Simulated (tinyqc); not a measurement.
Diffused layer (complementary error function), carriers, mobility and sheet resistance: two steps of the calculation.

A p-type layer from the surface x = 0 to the junction xj, N(x) = N0 erfc(x/Ld). Local neutrality (no depletion at surface or junction, no spilling of carriers), intrinsic carriers neglected, full ionisation of active dopants.

Parameters, values chosen for the exercise; values close to those of boron in silicon over an n-type background: temperature T = 300 K; background doping of the opposite type Nb = 1.4e14 cm^-3; peak chemical concentration N0 = 9.1e18 cm^-3; mobility limit at high doping m1 = 44.6 cm^2/(V s); mobility limit at low doping, at 300 K m2 = 482 cm^2/(V s); reference doping of the mobility law Nr = 2.17e17 cm^-3; exponent of the mobility law am = 0.742; temperature exponent of m2 bt = 2.2; solubility limit of active dopant Ns = 1.98e20 cm^-3; diffusion length 2 sqrt(D t) Ld = 15 nm.

Constants: q = 1.602176634e-19 C. Results are converted to the units shown.

Task 1. Junction depth and local values. erfc(xj/Ld) = Nb/N0; 15 equal steps from 0 to xj. Active dopant A = min(N, Ns); p = A - Nb; mobility mu = m1 + (m2 (T/300 K)^(-bt) - m1)/(1 + ((A + Nb)/Nr)^am).

Wanted: xj; x; N; A; p; mu.

Result 1.

xj = 45.853 nm

```
point  x (nm)  N (cm^-3)  A (cm^-3)  p (1e18 cm^-3)  mu (cm^2/(V s))
0       0.000  9.1000e18  9.1000e18          9.0999           70.338
1       3.057  7.0360e18  7.0360e18          7.0359           75.370
2       6.114  5.1354e18  5.1354e18          5.1353           82.762
3       9.171  3.5239e18  3.5239e18          3.5238           93.683
4      12.228  2.2657e18  2.2657e18          2.2656           109.88
5      15.284  1.3611e18  1.3611e18          1.3610           133.76
6      18.341  7.6227e17  7.6227e17          0.7621           168.14
7      21.398  3.9720e17  3.9720e17          0.3971           215.03
8      24.455  1.9228e17  1.9228e17          0.1921           273.05
9      27.512  8.6362e16  8.6362e16          0.0862           335.16
10     30.569  3.5951e16  3.5951e16          0.0358           390.59
11     33.626  1.3859e16  1.3859e16          0.0137           431.39
12     36.683  4.9433e15  4.9433e15          0.0048           456.58
13     39.740  1.6305e15  1.6305e15          0.0015           470.00
14     42.797  4.9709e14  4.9709e14          0.0004           476.30
15     45.853  1.4000e14  1.4000e14          0.0000           478.88
```

The mobility runs from 70.3 to 479 cm^2/(V s).

Task 2. Sheet quantities by the trapezoid rule. Dose = integral of N, carrier sheet density = integral of p, 1/Rs = q integral of p mu, mean mobility 1/(q Rs sheet density), Hall mobility (unit Hall factor) = integral of p mu^2 over integral of p mu, Hall sheet density = (integral of p mu)^2/integral of p mu^2; all from 0 to xj.

```
point     x (nm)     N (cm^-3)  p (1e18 cm^-3)  mu (cm^2/(V s))
0       0.000000        9.1e18       9.0998600        70.338303
1       3.056899  7.0360119e18       7.0358719        75.370153
2       6.113798  5.1354493e18       5.1353093        82.761669
3       9.170698  3.5239430e18       3.5238030        93.683020
4      12.227597  2.2657237e18       2.2655837        109.87649
5      15.284496  1.3611278e18       1.3609878        133.75601
6      18.341395  7.6226655e17       0.7621266        168.13980
7      21.398294  3.9720150e17       0.3970615        215.02758
8      24.455194  1.9228084e17       0.1921408        273.04730
9      27.512093  8.6362409e16       0.0862224        335.15702
10     30.568992  3.5951296e16       0.0358113        390.58844
11     33.625891  1.3858609e16       0.0137186        431.39198
12     36.682790  4.9432946e15       0.0048033        456.57960
13     39.739690  1.6305428e15       0.0014905        469.99844
14     42.796589  4.9709026e14       0.0003571        476.29519
15     45.853488        1.4e14       0.0000000        478.88176
```

Wanted: dose; carrier sheet density; Rs; mean mobility; Hall mobility; Hall sheet density.

Result 2.

dose = 7.7545e12 cm^-2
carrier sheet density = 7.7539e12 cm^-2
Rs = 8672.6 ohm/square
mean mobility = 92.815 cm^2/(V s)
Hall mobility = 107.73 cm^2/(V s)
Hall sheet density = 6.6805e12 cm^-2

Carriers make up 100 % of the dose. A Hall measurement weights the mobile tail, so its sheet density is 14 % below the true one.

tinyqc, about 0.01 s, one thread, Intel Xeon 2.30GHz (shared host): `OMP_NUM_THREADS=1 python tinyqc.py 2110070 2110071 out.jsonl`
